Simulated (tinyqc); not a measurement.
Six-band Luttinger-Kohn model with strain: sweeps and comparisons. A value that a table varies takes the place of the one given here.

Six-band Luttinger-Kohn model in the basis |3/2,3/2>, |3/2,1/2>, |3/2,-1/2>, |3/2,-3/2>, |1/2,1/2>, |1/2,-1/2>, electron energies, zero at the top of the unstrained valence band. H = -[rows: (P+Q, -S, R, 0, -S/r2, r2 R); (-S*, P-Q, 0, R, -r2 Q, r32 S); (R*, 0, P-Q, S, r32 S*, r2 Q); (0, R*, S*, P+Q, -r2 R*, -S*/r2); (-S*/r2, -r2 Q, r32 S, -r2 R, P+Dso, 0); (r2 R*, r32 S*, r2 Q, -S/r2, 0, P+Dso)], r2 = sqrt(2), r32 = sqrt(3/2). Levels are twofold.

P = c g1 k^2 - av tr(e); Q = c g2 (kx^2 + ky^2 - 2 kz^2) - (b/2)(exx + eyy - 2 ezz); R = c sqrt3 [-g2 (kx^2 - ky^2) + 2i g3 kx ky] + (sqrt3/2) b (exx - eyy) - i d exy; S = 2 c sqrt3 g3 (kx - i ky) kz - d (exz - i eyz); c = hbar^2/2m0, e the strain tensor (not engineering shear).

s11 = (C11 + C12)/((C11 - C12)(C11 + 2 C12)), s12 = -C12/((C11 - C12)(C11 + 2 C12)), s44 = 1/C44; exx = s11 sxx + s12 (syy + szz) and cyclic, exy = s44 sxy/2; tension is positive. A uniaxial stress X along the unit vector n is s_ij = X n_i n_j.

Constants: hbar^2/2m0 = 3.80998211 eV angstrom^2.

Inputs chosen for the exercise (near those of InSb; not measured data):
```
symbol  value           unit  meaning
Dso     0.818           eV    spin-orbit splitting
g1      34.8                  Luttinger gamma1
g2      15.39                 gamma2
g3      16.47                 gamma3
av      0.34            eV    valence hydrostatic potential
b       -2.04           eV    tetragonal shear potential
d       -4.95           eV    trigonal shear potential
C11     67.9            GPa
C12     38.8            GPa
C44     30.1            GPa
load    uniaxial [001]        kind of stress
X1      1.1             GPa   size of the stress
E_h     5               meV   hole energy below the top
X       -0.31           GPa   stress
```

## Sweep of a uniaxial [001] stress

Edges at k = 0 and curvature masses of the top pair along [110] and [001] (step 0.0002 1/angstrom); at zero stress the top is fourfold and has no single curvature.

Edges and masses:
```
X (GPa)  top (eV)  second (eV)  third (eV)  splitting (meV)  m [110]  m [001]
-3.00      0.2831      -0.2173     -0.9048            500.4    0.105    0.012
-2.00      0.1749      -0.1449     -0.8621            319.8    0.086    0.012
-1.00      0.0787      -0.0724     -0.8313            151.1    0.067    0.013
0.00       0.0000       0.0000     -0.8180              0.0        -        -
1.00       0.0724      -0.0548     -0.8286            127.3    0.020    0.249
2.00       0.1449      -0.0818     -0.8671            226.7    0.020    0.249
3.00       0.2173      -0.0820     -0.9323            299.3    0.020    0.249
```

The splitting reaches 500.4 meV under compression and 299.3 meV under the same tension; linear shear terms alone would make the two equal, and the difference comes from the coupling to the split-off band. At the ends of the sweep the top pair has a mass along [110] of 0.105 under compression and 0.020 under tension, so tension gives the lighter holes along [110]; along [001] it has 0.012 and 0.249. The top edge itself moves by +283 and +217 meV. The ends of the sweep mean strains up to 7.6 %, beyond the range of linear deformation potentials.

## Which stress helps holes along [110]

Each load has size X1 (biaxial: sxx = syy); masses are curvatures of the top pair at k = 0.

Results:
```
load                         splitting (meV)  top edge (meV)  m [110]  m [001]
uniaxial [110], compression            125.7            64.3    0.013    0.081
uniaxial [110], tension                111.0            62.6    0.312    0.017
uniaxial [100], compression            167.3            87.6    0.022    0.069
uniaxial [100], tension                138.5            79.7    0.037    0.020
uniaxial [111], compression            110.7            55.9    0.018    0.029
uniaxial [111], tension                 97.4            54.8    0.055    0.029
biaxial (001), compression             138.5            72.0    0.020    0.249
biaxial (001), tension                 167.3            95.3    0.069    0.013
```

The lightest mass along [110] (0.013) comes with uniaxial [110], compression. The largest splitting (167.3 meV) comes with uniaxial [100], compression; biaxial (001), tension. The heaviest mass along [001] (0.249), which lowers the confinement energy in a (001) channel, comes with biaxial (001), compression. The splitting per GPa follows b (s11 - s12) for loads along cube axes and d s44 for [111]: here 2 |b| (s11 - s12) = 140.2 and |d| s44/sqrt3 = 94.9 meV per GPa in the limit of large Dso; where the splitting nears Dso, mixing with the split-off band makes it depend on the sign of the load.

## Warping of the constant-energy contours (six-band Luttinger-Kohn model)

No strain (e = 0). In the plane kz = 0, |k| where the top and second pairs lie E_h below the top, against the angle from [100]; m = c k^2/E_h.

Contours:
```
angle (degrees)  k top (1/angstrom)  k second (1/angstrom)  m top (m0)  m second (m0)
0                            0.0181                 0.0045       0.249          0.015
9                            0.0184                 0.0045       0.259          0.015
18                           0.0195                 0.0045       0.290          0.015
27                           0.0211                 0.0044       0.340          0.015
36                           0.0228                 0.0044       0.395          0.015
45                           0.0235                 0.0044       0.421          0.015
```

The heavy contour reaches 1.301 times as far along [110] as along [100], the light one 0.988 times. The warping follows g3 - g2 = 1.08 and would vanish for g2 = g3. Along [100] the heavy mass is 1/(g1 - 2 g2) = 0.249 at any energy, while the light one is 0.0153, against 1/(g1 + 2 g2) = 0.0152 at the edge, for E_h/Dso = 0.01.

## What each parameter does

Edges at k = 0 under a uniaxial [001] stress X and the curvature mass of the top pair along [110] (step 0.0002 1/angstrom). Each row changes one parameter from the base and keeps the others.

Results:
```
case             top (eV)  second (eV)  third (eV)  mass (m0)
base               0.0221      -0.0225     -0.8198      0.056
Dso = 0.654 eV     0.0224      -0.0225     -0.6561      0.057
C11 = 54.32 GPa    0.0438      -0.0415     -0.8226      0.060
g2 = 18.468        0.0221      -0.0225     -0.8198      0.069
g1 = 41.76         0.0221      -0.0225     -0.8198      0.040
d = -3.96 eV       0.0221      -0.0225     -0.8198      0.056
X = -0.372 GPa     0.0268      -0.0269     -0.8205      0.057
C12 = 31.04 GPa    0.0171      -0.0180     -0.8195      0.055
```

The largest shifts from the base row, up to three for each result and ties (the steps differ in size, so this ranks the rows, not the parameters). top (eV): C11 +0.0217, C12 -0.0051, X +0.0047; unchanged at the printed digits by g2, g1 and d. second (eV): C11 -0.0191, X -0.0045, C12 +0.0045; unchanged at the printed digits by Dso, g2, g1 and d. third (eV): Dso +0.1637, C11 -0.0028, X -0.0006; unchanged at the printed digits by g2, g1 and d. mass (m0): g1 -0.016, g2 +0.013, C11 +0.004; unchanged at the printed digits by d. The Luttinger parameters multiply k^2 and cannot move the edges; av shifts all edges alike and leaves the mass.

tinyqc: `OMP_NUM_THREADS=1 python tinyqc.py 1050613 1050614 out.jsonl`; about 0.07 s, one thread, shared Intel(R) Xeon(R) Processor @ 2.30GHz.
